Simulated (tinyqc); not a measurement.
Gated graphene, quantum capacitance: two steps of the calculation.

phi is the Fermi level above the Dirac point, in volts; Vg is counted from the gate voltage of charge neutrality. Ideal linear bands, no charge puddles.

Values chosen for this exercise; values close to those of graphene: temperature T = 300 K; relative permittivity of the gate insulator (close to silicon dioxide) eox = 3.9; insulator thickness tox = 0.87 nm; Fermi velocity vF = 9.19e5 m/s; density of traps Dit = 1.9e11 cm^-2 eV^-1; gate voltage Vg = -0.14 V.

Constants: q = 1.602176634e-19 C, kB = 1.380649e-23 J/K, hbar = 1.054571817e-34 J s, Vt = kB T/q, eps0 = 8.8541878128e-14 F/cm where lengths are in cm. Results are converted to the units shown.

Task 1. Gate capacitance. Cox = eps0 eox/tox.

Find: Cox.

Result 1.

Cox = 3.9691 uF/cm^2

Task 2. New phi. N0 = (2/pi)(kB T/(hbar vF))^2; n = N0 F1(phi/Vt), p = N0 F1(-phi/Vt), F1(e) = int_0^infinity u du/(1 + exp(u - e)) = -Li2(-exp(e)); Cq = q d(n - p)/dphi = (q N0/Vt) ln[2 (1 + cosh(phi/Vt))]. Newton: f = phi + q (n - p + Dit phi)/Cox - Vg, phi(new) = phi - f/(1 + (Cq + q Dit)/Cox).

phi at the start = 0.01 V
Cox = 3.9691187 uF/cm^2

Give: n; p; Cq; f; phi after iteration 1.

Result 2.

n = 1.3144e11 cm^-2
p = 6.8530e10 cm^-2
Cq = 1.0258 uF/cm^2
f = 0.15262 V
phi after iteration 1 = -0.11054 V

tinyqc, about 0.01 s, one thread, Intel Xeon 2.30GHz (shared host): `OMP_NUM_THREADS=1 python tinyqc.py 2200002 2200003 out.jsonl`
